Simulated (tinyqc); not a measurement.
Small-signal admittance of a forward-biased p+-n diode: two steps of the calculation.

Holes injected into a neutral base of width wb with an ohmic contact at its end; low injection, p0 far above the equilibrium density. A small voltage v exp(i w t), w = 2 pi f, modulates the edge density by p0 v/Vt, and the small-signal density obeys Dp d2p/dx2 = (1/tau + i w) p.

Values chosen for this exercise; permittivity close to that of silicon:
- T = 300 K (temperature)
- eps_r = 11.7 (relative permittivity)
- Nd = 3.4e16 cm^-3 (donor density of the base)
- Dp = 11 cm^2/s (hole diffusion coefficient)
- tau = 2e-8 s (hole lifetime)
- wb = 3.8 um (width of the neutral base)
- p0 = 1.4e15 cm^-3 (excess hole density at the junction edge)
- Na = 3e18 cm^-3 (acceptor density of the p+ side)
- f = 2.1e6 Hz (signal frequency)

Constants: q = 1.602176634e-19 C, kB = 1.380649e-23 J/K, Vt = kB T/q, eps0 = 8.8541878128e-14 F/cm where lengths are in cm. Results are converted to the units shown.

Problem 1. Closed-form admittance. L = sqrt(Dp tau); direct current J = (q Dp p0/L) coth(wb/L); k = sqrt(1 + i w tau)/L; diffusion admittance Y = (q Dp p0/Vt) k coth(k wb) = G + i w C_diff; junction capacitance C_j = sqrt(q eps0 eps_r Nd/(2 Vr)) in the depletion approximation, with the remaining barrier Vr = Vt ln(Na/p0), a rough value under forward bias; base-width modulation is left out.

Find: L; J; k wb; Y; C_diff; C_j.

Solution 1.

L = 4.690 um
J = 7.855 A/cm^2
k wb = 0.8171+0.1060i
Y = 304.0+13.3i S/cm^2
C_diff = 1.011 uF/cm^2
C_j = 0.1193 uF/cm^2

G is 1.00 times its low-frequency value J/Vt, and C_diff is 8.47 times C_j.

Problem 2. The same by finite differences. 7 equal intervals, h = wb/7; u = small-signal density over its edge value, u_0 = 1, u_7 = 0; u_(i-1) + b u_i + u_(i+1) = 0 with b = -2 - h^2 (1/tau + i w)/Dp; Y = (q Dp p0/(Vt h)) (-b/2 - u_1), which includes the half box at the edge.

Find: b; u; Y on the mesh.

Solution 2.

b = -2.0134-0.0035i
u, node 1 to 6: [0.83344-0.00592i, 0.67807-0.00898i, 0.53181-0.00976i, 0.39271-0.00879i, 0.25890-0.00654i, 0.12858-0.00348i]
Y on the mesh = 304.61+13.52i S/cm^2

Program tinyqc, `OMP_NUM_THREADS=1 python tinyqc.py 2890143 2890144 out.jsonl`; Intel Xeon 2.30GHz, shared host, one thread, about 0.01 s.
